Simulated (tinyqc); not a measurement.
# Changing the temperature T

Model: classical nucleation, growth and JMAK kinetics of crystallisation from a melt or glass. Computed by tinyqc, a small Python program. Command: `OMP_NUM_THREADS=1 python tinyqc.py 3026011 3026012 out.jsonl nucl sweep`. One thread of a shared host (Intel(R) Xeon(R) Processor @ 2.30GHz), about 0.01 s of CPU time with the checks.

A spherical nucleus cap on a flat wall with a sharp interface of isotropic energy gamma; lambda = Omega^(1/3) is the jump distance.

Inputs (values chosen for the exercise, for a model substance): melting point T_m = 840 K; heat of melting per volume H = 915 J/cm^3; interface energy gamma = 0.114 J/m^2; atomic volume Omega = 25 angstrom^3; diffusion prefactor D0 = 1.4e-05 m^2/s; activation energy Q = 1.04 eV; contact angle theta = 40 degrees; wall area per volume S_v = 3.7e+06 1/m; time t = 2.1e-07 s.

Nucleation: on a flat wall. Driving force: Turnbull (linear).

Constants: e = 1.602176634e-19 C; k_B = 1.380649e-23 J/K; k_B = 8.617333262e-05 eV/K.

Method:
- Driving force per volume: dG = H (T_m - T)/T_m.
- Shape factor f = (2 + cos theta)(1 - cos theta)^2/4.
- W(r) = f [4 pi r^2 gamma - (4/3) pi r^3 dG]; r* = 2 gamma/dG; W* = f 16 pi gamma^3/(3 dG^2); n* = f (4/3) pi r*^3/Omega.
- D = D0 exp(-Q/(k_B T)); attachment rate k+ = (A*/lambda^2) D/lambda^2 with A* = 2 pi r*^2 (1 - cos theta); Zeldovich factor Z = sqrt(W*/(3 pi k_B T))/n*; sites per volume N = S_v/lambda^2; I = N Z k+ exp(-W*/(k_B T)); lag time = 1/(4 pi Z^2 k+).
- Growth (Wilson-Frenkel): u = (D/lambda) [1 - exp(-dG Omega/(k_B T))].
- D = D0 exp(-Q/(k_B T)).
- JMAK with steady nucleation and growth, nuclei spread at random: extended fraction X_e = (pi/3) I u^3 t^4, X = 1 - exp(-X_e); t_X = [-3 ln(1 - X)/(pi I u^3)]^(1/4); final grains per volume = Gamma(5/4) (3/pi)^(1/4) (I/u)^(3/4), Gamma(5/4) = 0.9064024771. Grain size = (grains per volume)^(-1/3).

One run for each value; columns: (1) temperature T (K); (2) atoms in the nucleus n*; (3) W*/(k_B T); (4) nucleation rate I (1/(m^3 s)); (5) growth velocity u (m/s); (6) half time t_0.5 (s):
```
(1)    (2)    (3)        (4)        (5)        (6)
420   0.78   0.77  1.689e+27  1.367e-08  1.113e-01
462   1.08   0.87  1.997e+28  1.733e-07  8.934e-03
504   1.53   1.01  1.467e+29  1.396e-06  1.135e-03
546   2.29   1.22  7.227e+29  7.876e-06  2.081e-04
588   3.63   1.54  2.450e+30  3.331e-05  5.199e-05
630   6.28   2.06  5.484e+30  1.105e-04  1.729e-05
672  12.26   3.02  6.734e+30  2.956e-04  7.854e-06
714  29.07   5.06  2.454e+30  6.421e-04  5.650e-06
756  98.12  10.75  2.057e+28  1.099e-03  1.248e-05
```

What does the table show?

Over the rows, atoms in the nucleus n* rises from 0.785 to 98.1 (exponent d ln y / d ln x 3.3 between the first rows and 21 between the last); W*/(k_B T) rises from 0.774 to 10.8 (exponent d ln y / d ln x 1.2 between the first rows and 13 between the last); nucleation rate I (1/(m^3 s)) goes from 1.69e27 through a maximum among these rows, 6.73e30 at 672, to 2.06e28.

Caution (rows 420, 462, 504, 546, 588, 630, 672, 714): with under 20 atoms in the nucleus or a barrier under 10 k_B T the capillary model is only a guide. Caution (rows 420, 462, 504, 546, 588, 630, 672, 714): the grain size is near the critical size, where JMAK theory fails. Caution (all rows): grains come out smaller than the spacing of the walls, so nuclei are not spread at random as JMAK assumes.

Extremes, crossings and ranges named in words are read from the listed rows.
